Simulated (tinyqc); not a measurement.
Inside a calculation. Model: frequency dispersion of an accumulation capacitance by border traps, distributed model.

tinyqc, about 0.4 s, one thread, Intel Xeon 2.30GHz (shared host): `OMP_NUM_THREADS=1 python tinyqc.py 2202214 2202215 out.jsonl` Printed values are rounded.

Traps spread evenly through the insulator exchange electrons with the semiconductor by tunnelling, with tau(x) = t0 exp(2 ka x) at depth x from the interface. The admittance per area Y seen at depth x obeys dY/dx = -Y^2/(i w eps0 eox) + q Nb ln(1 + i w tau)/tau, with Y(0) = i w Cs and w = 2 pi f; the gate sees Y(tox) = G + i w C. Working variable y = Y/(i w), in uF/cm^2. Cox = eps0 eox/tox.

Inputs (values chosen for the exercise); permittivity close to that of zirconium oxide: relative permittivity of the insulator eox = 21.9; insulator thickness tox = 5.2 nm; semiconductor capacitance in accumulation Cs = 0.52 uF/cm^2; density of border traps Nb = 1.9e19 cm^-3 eV^-1; decay constant of the wave function in the insulator ka = 5.5 1/nm; time constant of a trap at the interface t0 = 7e-9 s; frequency f = 1e5 Hz; depth down to which the steps are taken xe = 0.95 nm.

Constants: q = 1.602176634e-19 C, eps0 = 8.8541878128e-14 F/cm where lengths are in cm. Results are converted to the units shown.

## Scales and lumped estimate

Cox; trap-free value 1/(1/Cox + 1/Cs); response depth d = ln(1/(w t0))/(2 ka), where w tau = 1; lumped estimate: all traps within d act as C_bt = q Nb d placed at d/2, so C = 1/{1/[1/(1/Cs + d/(2 eps0 eox)) + C_bt] + (tox - d/2)/(eps0 eox)}.

Cox = 3.72898 uF/cm^2
trap-free C = 0.456361 uF/cm^2
d = 0.493323 nm
C_bt = 0.150174 uF/cm^2
lumped C = 0.569721 uF/cm^2

The traps within reach amount to 0.289 Cs and lie in the first 9.49 % of the insulator.

## Midpoint steps through the active depth

In terms of y: dy/dx = -y^2/(eps0 eox) + s(x), s = q Nb ln(1 + z)/z, z = i w tau. 9 midpoint steps of h = xe/9: y_half = y + (h/2) y'(x, y), y(new) = y + h y'(x + h/2, y_half).

```
point    x (nm)    s (uF/(cm^2 nm))         y (uF/cm^2)
0             0  0.304412-0.000669i  0.520000+0.000000i
1      0.105556  0.304394-0.002138i  0.550572-0.000126i
2      0.211111  0.304210-0.006820i  0.580955-0.000528i
3      0.316667  0.302357-0.021582i  0.611085-0.001806i
4      0.422222  0.285503-0.063220i  0.640408-0.005769i
5      0.527778  0.202241-0.119020i  0.665015-0.015763i
6      0.633333  0.088720-0.101963i  0.677373-0.028255i
7      0.738889  0.030727-0.055241i  0.680451-0.036208i
8      0.844444  0.009916-0.024714i  0.679786-0.039880i
9          0.95  0.003134-0.010065i  0.677874-0.041256i
```

## Capacitance and conductance at the gate

y at xe = 0.677874-0.041256i uF/cm^2

Beyond xe the traps are ignored, so 1/y(tox) = 1/y(xe) + (tox - xe)/(eps0 eox); C = Re y, G/w = -Im y, loss tangent G/(w C).

y at the gate = 0.590434-0.031271i uF/cm^2
C = 0.590434 uF/cm^2
G/w = 0.0312711 uF/cm^2
loss tangent = 0.0529630

A fine integration over the whole insulator gives C = 0.59068 and G/w = 0.03208 uF/cm^2; the coarse G/w is 2.5 % below that. The fine C is 29 % above the trap-free value, and the lumped estimate is 3.5 % below the fine result.
